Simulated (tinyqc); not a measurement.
# Cell-based percolation model of oxide breakdown: two studies

The oxide, of thickness n a, is cut into cubic cells. A cell is defective with the chance l = 1 - exp(-a^3 N), N = N1 (t/1 s)^al. A column of n defective cells breaks the oxide down, and the area holds M = A/a^2 independent columns: 1 - F = (1 - l^n)^M.

Parameters, values chosen for the exercise:
```
symbol,value,unit,meaning
a,1.2,nm,edge of a cell
n,3,,cells across the oxide
A,3.2,um^2,area
al,0.3,,exponent of defect growth
N1,2.4e18,cm^-3,defect density after 1 s
```

Each table varies one quantity; the others keep the values above.

## Effect of the thickness

At F = 1 - 1/e: l_c = (1 - exp(-1/M))^(1/n), N_bd = -ln(1 - l_c)/a^3, t63 = (N_bd/N1)^(1/al). W = ln(-ln(1 - F)); for small l, W = ln M + n ln(a^3 N), so the Weibull slope is n al.

Result of one run:

| n | l_c | N_bd (cm^-3) | t63 (s) | slope at t63 |
|---|---|---|---|---|
| 8 | 0.1609 | 1.015e20 | 2.639e5 | 2.196 |

What becomes of these results when the cells across the oxide n is changed from 8 to 1, all else the same?

Result of the changed run:

| n | l_c | N_bd (cm^-3) | t63 (s) | slope at t63 |
|---|---|---|---|---|
| 1 | 4.500e-7 | 2.604e14 | 6.093e-14 | 0.3000 |

The whole series:

| n | l_c | N_bd (cm^-3) | t63 (s) | slope at t63 |
|---|---|---|---|---|
| 1 | 4.500e-7 | 2.604e14 | 6.093e-14 | 0.3000 |
| 2 | 6.708e-4 | 3.883e17 | 0.002308 | 0.5998 |
| 3 | 0.007663 | 4.452e18 | 7.841 | 0.8965 |
| 4 | 0.02590 | 1.519e19 | 468.6 | 1.184 |
| 5 | 0.05378 | 3.199e19 | 5616 | 1.459 |
| 6 | 0.08754 | 5.302e19 | 3.024e4 | 1.719 |
| 7 | 0.1240 | 7.659e19 | 1.031e5 | 1.964 |
| 8 | 0.1609 | 1.015e20 | 2.639e5 | 2.196 |
| 9 | 0.1972 | 1.271e20 | 5.574e5 | 2.414 |

N_bd rises from 2.60e14 to 1.27e20 cm^-3 and the slope rises from 0.300 to 2.41, against n al = 0.300 to 2.70. A thin oxide needs few defects in a row, so it breaks at a lower density and with a wider spread; at n = 1 one defect suffices. For n = 1 t63 is under a microsecond, a formal extension of the power law of defect growth.

## Effect of the area

Same model as above.

Result of one run:

| A (um^2) | l_c | N_bd (cm^-3) | t63 (s) | slope at t63 |
|---|---|---|---|---|
| 8.6e6 | 5.512e-5 | 3.190e16 | 5.561e-7 | 0.9000 |

What becomes of these results when the area A is changed from 8.6e6 to 1800 um^2, all else the same?

Result of the changed run:

| A (um^2) | l_c | N_bd (cm^-3) | t63 (s) | slope at t63 |
|---|---|---|---|---|
| 1800 | 9.283e-4 | 5.375e17 | 0.006820 | 0.8996 |

The whole series:

| A (um^2) | l_c | N_bd (cm^-3) | t63 (s) | slope at t63 |
|---|---|---|---|---|
| 0.0014 | 0.1009 | 6.157e19 | 4.979e4 | 0.8534 |
| 0.023 | 0.03971 | 2.345e19 | 1994 | 0.8819 |
| 0.38 | 0.01559 | 9.093e18 | 84.80 | 0.8929 |
| 6.4 | 0.006082 | 3.531e18 | 3.620 | 0.8973 |
| 110 | 0.002357 | 1.366e18 | 0.1526 | 0.8989 |
| 1800 | 9.283e-4 | 5.375e17 | 0.006820 | 0.8996 |
| 31000 | 3.595e-4 | 2.081e17 | 2.884e-4 | 0.8998 |
| 5.1e5 | 1.413e-4 | 8.180e16 | 1.284e-5 | 0.8999 |
| 8.6e6 | 5.512e-5 | 3.190e16 | 5.561e-7 | 0.9000 |

t63 falls from 49800 to 5.56e-7 s, as A^(-1.15) between the first two rows and A^(-1.11) between the last two, against -1/(n al) = -1.11; the slope at t63 rises from 0.853 to 0.900, nearer to n al where l_c is small. For A = 8.6e6 t63 is under a microsecond, a formal extension of the power law of defect growth.

Program tinyqc, `OMP_NUM_THREADS=1 python tinyqc.py 2070137 2070138 out.jsonl`; Intel Xeon 2.30GHz, shared host, one thread, about 0.01 s.
